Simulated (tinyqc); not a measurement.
Inside a calculation: band offset from the macroscopic average of a supercell potential. Values are carried at full precision from step to step, so a last printed digit may differ when a step is redone from the rounded ones.

A model of the planar-averaged electrostatic energy of an electron in a periodic cell of N1 periods of A (L1 = N1 n1 h) and N2 periods of B (L2 = N2 n2 h), on z_j = j h: V(z) = f VA + (1 - f) VB + F t(z), VA = V1[0] + V1[1] cos(2 pi z/(n1 h)) + V1[2] cos(4 pi z/(n1 h)), VB the same with V2, n2 and z - L1. f = [tanh(z/w) - tanh((z - L1)/w) + tanh((z - L1 - L2)/w)]/2 + 1/2; t(z) = z - L1/2 in A and (L1/L2)(L1 + L2/2 - z) beyond, so that the cell is periodic.

Constants: e^2/(4 pi eps0) = 14.39964547 eV angstrom.

Values chosen for the exercise (gaps near those of Si and SiO2; shifted at random, so the results belong to these values and not to a real crystal):
```
symbol  value                 unit         meaning
h       0.25                  angstrom     grid step
n1      5                                  grid points per period of A
n2      7                                  grid points per period of B
N1      5                                  periods of A
N2      5                                  periods of B
V1      (-5.04, 1.51, -0.95)  eV           mean and two harmonics of the potential in A
V2      (-8.44, 4.68, 0.26)   eV           the same in B
w       0.51                  angstrom     width of the interfaces
F       0.006                 eV/angstrom  slope in A from opposite charges on the two interfaces
Ev1     6.7                   eV           valence top of bulk A above its mean potential
Eg1     (0.63, 1.14)          eV           gap of A: semi-local value, corrected value
fv1     0.51                               share of the correction that lowers the valence top of A
Ev2     7.87                  eV           valence top of bulk B above its mean potential
Eg2     (5.57, 9.43)          eV           gap of B: semi-local value, corrected value
fv2     0.62                               the same share for B
eps     3.6                                dielectric constant at the interface
```

## The planar average

Evaluate V on the grid, j = 0, 1, ...

V(z_j) (eV): -8.506  -6.193  -6.961  -6.521  -3.812  -4.499  -3.831  -6.570  -6.564  -3.811  -4.484  -3.807  -6.556  -6.554  -3.803  -4.477  -3.800  -6.548  -6.544  -3.800  -4.507  -3.961  -6.839  -6.929  -4.272  -3.971  -5.078  -9.309  -12.181  -12.311  -9.664  -5.563  -3.492  -5.570  -9.706  -12.486  -12.487  -9.710  -5.575  -3.496  -5.577  -9.714  -12.494  -12.495  -9.717  -5.583  -3.504  -5.585  -9.722  -12.501  -12.502  -9.724  -5.590  -3.514  -5.587  -9.690  -12.340  -12.212  -9.342  -5.113

## Running means

Running mean over n points, periodic: for odd n the plain mean of the n points centred on j; for even n the n + 1 points with half weight at both ends. The macroscopic average applies the mean over n1 points and then over n2 points.

Apply the first mean, then the second.

after the mean over n1 points (eV): -7.223  -6.659  -6.398  -5.597  -5.125  -5.046  -5.055  -5.055  -5.052  -5.047  -5.044  -5.042  -5.041  -5.039  -5.038  -5.036  -5.034  -5.034  -5.040  -5.072  -5.130  -5.207  -5.302  -5.194  -5.418  -5.912  -6.962  -8.570  -9.709  -9.806  -8.642  -7.320  -6.799  -7.363  -8.748  -9.992  -9.993  -8.751  -7.369  -6.814  -7.371  -8.755  -9.999  -10.001  -8.758  -7.377  -6.822  -7.379  -8.763  -10.007  -10.008  -8.766  -7.384  -6.821  -7.345  -8.669  -9.834  -9.740  -9.503  -8.273

macroscopic average (eV): -7.628  -6.968  -6.332  -5.872  -5.562  -5.333  -5.140  -5.061  -5.049  -5.048  -5.046  -5.043  -5.041  -5.039  -5.038  -5.038  -5.042  -5.055  -5.079  -5.117  -5.140  -5.195  -5.319  -5.589  -6.081  -6.724  -7.367  -7.860  -8.131  -8.258  -8.315  -8.341  -8.381  -8.408  -8.424  -8.431  -8.433  -8.434  -8.435  -8.436  -8.437  -8.438  -8.439  -8.441  -8.442  -8.443  -8.444  -8.445  -8.446  -8.447  -8.447  -8.442  -8.428  -8.404  -8.366  -8.471  -8.598  -8.655  -8.557  -8.233

Around the middle of B the first mean varies by 2629 meV over five points and the second by 4 meV; the tilt of the potential alone amounts to 4 meV over these points: one window removes only the period it matches.

## The potential line-up

Read the macroscopic average in the middle of each region, j = 12 and j = 42, and its slope in A by a central difference over two points each way.

plateau in A = -5.041 eV
plateau in B = -8.439 eV
dV = B - A = -3.398 eV
slope in A = 0.008 eV/angstrom

The average is tilted: the interfaces carry opposite charges, and the potential changes by +0.04 eV across A and by as much the other way across B. Reading both regions at their mid-points (to within half a grid step), or extrapolating both lines to one interface, removes the tilt from dV.

## Band offsets

dEv = Ev(A) - Ev(B) = Ev1 - (dV + Ev2); dEc = Ec(B) - Ec(A) = Eg2 - Eg1 - dEv. The correction of a gap, c = Eg[1] - Eg[0], lowers the valence top by fv c and leaves dV, a ground-state quantity, as it is. Type I: dEv and dEc of one sign; II: opposite signs; III: no overlap of the gaps.

Give the offsets with semi-local and with corrected band edges.

dEv, dEc, semi-local (eV): 2.228  2.712

lowering of the valence tops of A and B (eV): 0.260  2.393

dEv, dEc, corrected (eV): 4.361  3.929

The correction moves dEv by +2.13 eV and dEc by +1.22 eV; the type stays I.

## The dipole behind the step

A step dV of the mean electron energy from A to B across an interface equals 4 pi (e^2/4 pi eps0) times a dipole per area p (in e angstrom per angstrom^2). For a change of 0.1 eV in dV, give the charge per area moved over 2 angstrom in a medium of dielectric constant eps: sigma = 0.1 eps/(4 pi (e^2/4 pi eps0) 2). 1 angstrom^-2 = 1e16 cm^-2.

|p| = 0.01878 e/angstrom
sigma = 9.95e+12 e/cm^2

With about 7e14 atoms per cm^2 in a plane (as on a silicon (100) face), 1.4 % of an electron per atom shifts the line-up by 0.1 eV.

## Checks

- Line-up in a cell of 14 + 14 periods without slope against V2[0] - V1[0] (eV): both -3.4000.

(tinyqc, `OMP_NUM_THREADS=1 python tinyqc.py 1850903 1850904 out.jsonl`, Intel(R) Xeon(R) Processor @ 2.30GHz, 1 thread, shared host, about 0.01 s.)
